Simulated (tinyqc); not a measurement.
UKS/BLYP in the sto-6g basis, for Be+, spin multiplicity 2, step by step. One step of it, computed by the program tinyqc.

Question. Iteration 1: diagonalisation and new density. Diagonalise F' = X^T F X, C = X C', fill 2 alpha and 1 beta electrons from the bottom; D(s) = C_occ C_occ^T. Each column has its largest component positive (the first on a tie).

F(alpha) (hartree), lower triangle:
```
            1Be 1s     1Be 2s    1Be 2px    1Be 2py    1Be 2pz
1Be 1s   -7.138359
1Be 2s   -1.565263  -1.154563
1Be 2px   0.000000   0.000000  -0.705277
1Be 2py   0.000000   0.000000   0.005019  -0.713008
1Be 2pz   0.000000   0.000000   0.009230  -0.019306  -0.721617
```

F(beta) (hartree), lower triangle:
```
            1Be 1s     1Be 2s    1Be 2px    1Be 2py    1Be 2pz
1Be 1s   -7.743449
1Be 2s   -1.583975  -1.114070
1Be 2px   0.000000   0.000000  -0.702365
1Be 2py   0.000000   0.000000  -0.027112  -0.670752
1Be 2pz   0.000000   0.000000  -0.015157   0.029766  -0.645267
```

X:
```
                 1         2         3         4         5
1Be 1s    0.819102  0.000000  0.000000  0.000000  0.631254
1Be 2s   -0.819102  0.000000  0.000000  0.000000  0.631254
1Be 2px   0.000000  1.000000  0.000000  0.000000  0.000000
1Be 2py   0.000000  0.000000  1.000000  0.000000  0.000000
1Be 2pz   0.000000  0.000000  0.000000  1.000000  0.000000
```

Give: F' = X^T F X; orbital energies; coefficients C; F' = X^T F X; orbital energies; coefficients C; D(alpha) after iteration 1; D(beta) after iteration 1.

Answer.

F' = X^T F X (alpha) (hartree), lower triangle:
```
         1        2        3        4        5
1  -3.4636
2   0.0000  -0.7053
3   0.0000   0.0050  -0.7130
4   0.0000   0.0092  -0.0193  -0.7216
5  -3.0940   0.0000   0.0000   0.0000  -4.5520
```

orbital energies (alpha) (hartree): MO1 -7.1493, MO2 -0.8663, MO3 -0.7402, MO4 -0.7028, MO5 -0.6969

coefficients C (alpha):
```
             MO1      MO2      MO3     MO4      MO5
1Be 1s    1.0101  -0.2215   0.0000  0.0000   0.0000
1Be 2s   -0.0432   1.0332   0.0000  0.0000   0.0000
1Be 2px   0.0000   0.0000  -0.2848  0.9073  -0.3093
1Be 2py   0.0000   0.0000   0.5898  0.4202   0.6896
1Be 2pz   0.0000   0.0000   0.7557  0.0139  -0.6548
```

F' = X^T F X (beta) (hartree), lower triangle:
```
         1        2        3        4        5
1  -3.8173
2   0.0000  -0.7024
3   0.0000  -0.0271  -0.6708
4   0.0000  -0.0152   0.0298  -0.6453
5  -3.4278   0.0000   0.0000   0.0000  -4.7919
```

orbital energies (beta) (hartree): MO1 -7.7669, MO2 -0.8423, MO3 -0.7180, MO4 -0.6839, MO5 -0.6165

coefficients C (beta):
```
             MO1      MO2      MO3      MO4      MO5
1Be 1s    1.0136  -0.2049   0.0000   0.0000   0.0000
1Be 2s   -0.0601   1.0324   0.0000   0.0000   0.0000
1Be 2px   0.0000   0.0000   0.8585   0.4053  -0.3143
1Be 2py   0.0000   0.0000   0.5120  -0.6405   0.5724
1Be 2pz   0.0000   0.0000  -0.0306   0.6523   0.7573
```

D(alpha) after iteration 1, lower triangle:
```
          1Be 1s  1Be 2s  1Be 2px  1Be 2py  1Be 2pz
1Be 1s    1.0694
1Be 2s   -0.2724  1.0694
1Be 2px   0.0000  0.0000   0.0000
1Be 2py   0.0000  0.0000   0.0000   0.0000
1Be 2pz   0.0000  0.0000   0.0000   0.0000   0.0000
```

D(beta) after iteration 1, lower triangle:
```
          1Be 1s  1Be 2s  1Be 2px  1Be 2py  1Be 2pz
1Be 1s    1.0274
1Be 2s   -0.0610  0.0036
1Be 2px   0.0000  0.0000   0.0000
1Be 2py   0.0000  0.0000   0.0000   0.0000
1Be 2pz   0.0000  0.0000   0.0000   0.0000   0.0000
```
